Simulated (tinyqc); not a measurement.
What the s* orbital does: sp3s* tight binding.

sp3s* tight binding, nearest neighbours only: anion (a) at 0, cation (c) at a/4 (1,1,1), orbitals s, px, py, pz, s* on each; k in units of 2 pi/a. With phases e_j = exp(i (pi/2) k.n_j) for n = (1,1,1), (1,-1,-1), (-1,1,-1), (-1,-1,1): g0 = (e1+e2+e3+e4)/4, g1 = (e1+e2-e3-e4)/4, g2 = (e1-e2+e3-e4)/4, g3 = (e1-e2-e3+e4)/4. The diagonal holds the levels Esa, Epa, Exa (s*) and Esc, Epc, Exc. Anion-cation block: <sa|sc> = Vss g0; <sa|xc> = Vsapc g1; <xa|sc> = -Vscpa g1; <xa|xc> = Vxx g0; <xa|yc> = <ya|xc> = Vxy g3, <xa|zc> = <za|xc> = Vxy g2, <ya|zc> = <za|yc> = Vxy g1; <s*a|xc> = Vxapc g1; <xa|s*c> = -Vpaxc g1; y and z take g2 and g3 in place of g1; s-s* and s*-s* vanish.

Parameters, chosen for this exercise (near a published set for Si, fitted to gaps, whose masses and valley positions are rough; shifted at random, so the results belong to these values and not to a real crystal): Esa = -4.202 eV (s level of the anion); Epa = 1.72 eV (p level of the anion); Esc = -4.202 eV (s level of the cation); Epc = 1.72 eV (p level of the cation); Exa = 6.685 eV (s* level of the anion); Exc = 6.685 eV (s* level of the cation); Vss = -8.329 eV (s-s); Vxx = 1.706 eV (px-px); Vxy = 4.551 eV (px-py); Vsapc = 5.691 eV (s anion, p cation); Vscpa = 5.691 eV (s cation, p anion); Vxapc = 5.337 eV (s* anion, p cation); Vpaxc = 5.337 eV (p anion, s* cation).

The s* couplings Vxapc and Vpaxc are scaled by f; f = 0 is the plain sp3 model. Gaps from the top of the valence band at Gamma; the Delta value is the minimum on (x,0,0), 0.5 <= x <= 1.

Gaps (eV):
```
f      Gamma   Delta       L  x of the minimum
0.00  3.4120  4.0558  4.0014             0.500
0.25  3.4120  3.7722  3.8178             0.500
0.50  3.4120  3.1224  3.4037             0.560
0.75  3.4120  2.1771  2.9328             0.699
0.90  3.4120  1.5702  2.6586             0.724
1.00  3.4120  1.1650  2.4843             0.732
1.10  3.4120  0.7624  2.0864             0.737
```

What does the comparison show, and why?

The gap at Gamma stays, since g1 to g3 vanish there. From f = 0 to 1 the s* levels lower the Delta value by 2.891 eV and L by 1.517 eV. For f = 0 and 0.25 the least value lies at x = 0.5, the end of the range: any valley further out lies above that value until s* has lowered it enough. The lowest of the three is Gamma at f = 0 and the Delta line at f = 1.

(tinyqc, `OMP_NUM_THREADS=1 python tinyqc.py 1482105 1482106 out.jsonl`, Intel(R) Xeon(R) Processor @ 2.30GHz, 1 thread, shared host, about 0.09 s.)
